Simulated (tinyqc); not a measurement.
ESD clamp with bipolar snapback, compact model and design window: two steps of the calculation.

The drain junction multiplies the current that enters it: Igen = (M - 1)(Ic + I0), M = 1/(1 - (Vj/BV)^n). The generated holes leave through the substrate resistance and the base of the parasitic npn: Igen = Vb/Rb + Ic/be, Ic = Is exp(Vb/Vt). Terminal current I = Ic + I0 + Igen and voltage V = Vj + I Ro, per width. Isothermal, constant gain.

Inputs (values chosen for the exercise); values close to those of grounded-gate n-channel clamps: temperature T = 300 K; junction breakdown voltage BV = 10.9 V; exponent of the multiplication n = 4.6; current gain of the parasitic npn be = 2.9; saturation current Is = 1.8e-18 A/um; junction leakage I0 = 3.7e-12 A/um; substrate resistance Rb = 15000 ohm um; drain ballast and contact resistance Ro = 170 ohm um; failure current for 100 ns It2 = 10 mA/um.

Constants: q = 1.602176634e-19 C, kB = 1.380649e-23 J/K, Vt = kB T/q. Results are converted to the units shown.

Task 1. The snapback curve. For given Vb: Ic, Igen, M = 1 + Igen/(Ic + I0), Vj = BV (1 - 1/M)^(1/n), I and V.

Vb, point 0 to 8 (V): 0.05  0.3  0.501  0.561  0.611  0.738  0.854  0.874  0.904

Find: Ic; M; Vj; I; V.

Result 1.

```
point  Ic (uA/um)        M  Vj (V)  I (uA/um)  V (V)
0       1.245e-11  9.009e5   10.90      3.333  10.90
1        1.973e-7  5.132e6   10.90      20.00  10.90
2        4.696e-4  7.057e4   10.90      33.40  10.91
3        0.004783     7815   10.90      37.41  10.91
4         0.03308     1232   10.90      40.78  10.91
5           4.499    12.28   10.70      55.25  10.71
6           399.8    1.487   8.552      594.6  8.653
7           866.6    1.412   8.340       1224  8.548
8            2766    1.367   8.188       3780  8.831
```

V peaks at Vt1 = 10.91 V and falls to Vh = 8.548 V: once the npn supplies current, a small M feeds the base. At high current M tends to 1 + 1/be and Vj to BV (1 + be)^(-1/n) = 8.108 V.

Task 2. Base voltage at the failure current. I(Vb) = Ic (1 + 1/be) + I0 + Vb/Rb, I' = Ic (1 + 1/be)/Vt + 1/Rb; Newton steps on ln I: Vb(new) = Vb - ln(I/It2) I/I'. V follows from the introduction.

Vb after iteration 1 = 0.97494196 V

Wanted: I; V; I'; Vb after iteration 2.

Result 2.

I = 57.907 mA/um
V = 17.958 V
I' = 2237.5 mS/um
Vb after iteration 2 = 0.92949 V

tinyqc, about 0.01 s, one thread, Intel Xeon 2.30GHz (shared host): `OMP_NUM_THREADS=1 python tinyqc.py 2670048 2670049 out.jsonl`
